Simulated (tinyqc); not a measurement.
Quantum against classical capture: non-radiative capture by multiphonon emission, one effective mode. Computed by tinyqc, a small Python program. Command: `OMP_NUM_THREADS=1 python tinyqc.py 3023963 3023964 out.jsonl capture walk`. One thread of a shared host (Intel(R) Xeon(R) Processor @ 2.30GHz), about 0.02 s of CPU time with the checks.

The initial state (free carrier plus empty centre) lies dE above the final state; both have the same frequency and are displaced by dQ.

Inputs (values chosen for the exercise, with mass, screening and phonons like those of ZnSe):

| quantity | value | unit |
|---|---|---|
| energy released dE | 0.372 | eV |
| phonon energy hbar omega | 17.4 | meV |
| Huang-Rhys factor S | 15.6 | - |
| electron-phonon coupling W | 0.0055 | eV/(u^(1/2) angstrom) |
| cell volume V | 753 | angstrom^3 |
| degeneracy g | 4 | - |
| broadening b | 10 | meV |
| carrier mass m | 0.772 | m_0 |
| dielectric constant eps | 9.2 | - |
| temperature T | 500 | K |

Centre: attractive.

Constants: hbar^2/u = 4.18015928e-03 eV angstrom^2; k_B = 8.617333262e-05 eV/K; hbar = 6.582119569e-16 eV s; Ry = 13.605693123 eV.

Method:
- dQ = sqrt(2 S (hbar^2/u)/hbar omega); relaxation energy lambda = S hbar omega; phonons needed P = dE/hbar omega; classical barrier E_b = (dE - lambda)^2/(4 lambda); occupation n = 1/(exp(hbar omega/k_B T) - 1).
- M_p = sum_m w_m <m_i|Q|(m + p)_f>^2 with Q counted from the final minimum and Boltzmann weights w_m for m = 0..24; <m_i|Q|k_f> = sqrt((hbar^2/u)/(2 hbar omega)) [sqrt(k) <m|k-1> + sqrt(k+1) <m|k+1>], with overlaps of oscillators displaced by d = sqrt(2 S) summed on 1500 points from -16 to 16 + d.
- The delta function is a Gaussian of standard deviation b at dE - p hbar omega.
- C_0 = V (2 pi/hbar) g W^2 sum_p M_p Gaussian_p. Here the sum runs over all p.
- Classical (Marcus) form: replace the sum by Q_c^2 exp(-E_b/k_B T)/sqrt(4 pi lambda k_B T), Q_c = dQ (dE + lambda)/(2 lambda).
- Sommerfeld factor of an attractive centre: s(k) = 2 pi nu/(1 - exp(-2 pi nu)), nu = sqrt(Ry*/E), Ry* = Ry m/eps^2, averaged over (2/sqrt(pi)) sqrt(x) exp(-x) dx with x = E/k_B T = t^2 (trapezoid, t to 6 in steps of 0.01).
- The last column is -k_B d ln C_0/d(1/T) from this row and the one above.

dQ = 2.73778 u^(1/2) angstrom

lambda = 0.27144 eV

classical barrier E_b = 0.00931358 eV

Against temperature:

| T (K) | C_0, quantum (cm^3/s) | C_0, classical (cm^3/s) | Sommerfeld factor | activation energy (eV) |
|---|---|---|---|---|
| 16 | 1.7428e-08 | 1.5558e-10 | 67.261 | - |
| 30 | 1.7449e-08 | 2.6577e-09 | 49.120 | 3.5482e-06 |
| 50 | 1.7734e-08 | 8.6980e-09 | 38.048 | 1.0483e-04 |
| 81 | 1.8787e-08 | 1.5629e-08 | 29.894 | 6.4912e-04 |
| 120 | 2.0146e-08 | 1.9812e-08 | 24.560 | 1.5002e-03 |
| 180 | 2.1215e-08 | 2.1841e-08 | 20.054 | 1.6049e-03 |
| 280 | 2.1116e-08 | 2.1700e-08 | 16.079 | -2.0372e-04 |
| 440 | 1.9589e-08 | 1.9919e-08 | 12.830 | -4.9827e-03 |

What does the comparison show, and why?

At 16.0 K the quantum value is 110 times the classical one: C_0 comes from tunnelling out of the lowest level and hardly depends on T. At 440 K the ratio is 0.98. The largest apparent activation energy is 0.002 eV against the classical barrier of 0.009 eV; a barrier below one phonon energy gives no activated range. The measured coefficient is C = s C_0, and s changes by a factor 0.19 over these rows, so C changes by 0.21 where C_0 changes by 1.1.

Extremes, crossings and ranges named in words are read from the listed rows.
